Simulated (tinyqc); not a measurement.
From results back to parameters: localisation in a chain with random site energies (transfer matrices). Four cases, with inputs chosen for the exercise.

Problem. In the localised range mean ln T = c - 2N/xi, xi being the localisation length in sites, and site energies spread evenly over a width W give xi = 24 (4t^2 - E^2)/W^2 for weak disorder. The two means come from a hidden xi.

Case 1.

Values chosen: t = 1.51 eV (hopping); E = -0.96 eV (energy); N1 = 51 (first length); N2 = 213 (second length).

mean ln T: N1 -2.76927, N2 -10.93048

Case 2.

Values chosen: t = 1 eV (hopping); E = -0.39 eV (energy); N1 = 52 (first length); N2 = 296 (second length).

mean ln T: N1 -5.59854, N2 -29.28786

Case 3.

Values chosen: t = 1.76 eV (hopping); E = -1.68 eV (energy); N1 = 72 (first length); N2 = 181 (second length).

mean ln T: N1 -8.46989, N2 -20.71708

Case 4.

Values chosen: t = 1.72 eV (hopping); E = -0.73 eV (energy); N1 = 62 (first length); N2 = 229 (second length).

mean ln T: N1 -6.09942, N2 -22.31301

Find: xi; W.

Solution. The slope gives xi = 2 (N2 - N1)/(difference of the means), and W = sqrt(24 (4t^2 - E^2)/xi).

Case 1.

xi = 39.7 sites
W = 2.23 eV

Case 2.

xi = 20.6 sites
W = 2.12 eV

Case 3.

xi = 17.8 sites
W = 3.59 eV

Case 4.

xi = 20.6 sites
W = 3.63 eV

Computed by tinyqc, one run a case: `OMP_NUM_THREADS=1 python tinyqc.py N N+1 out.jsonl` with N = 1451145, 1451273, 1451363, 1451373; one thread of a shared Intel(R) Xeon(R) Processor @ 2.30GHz, about 0.08 s a run at most.
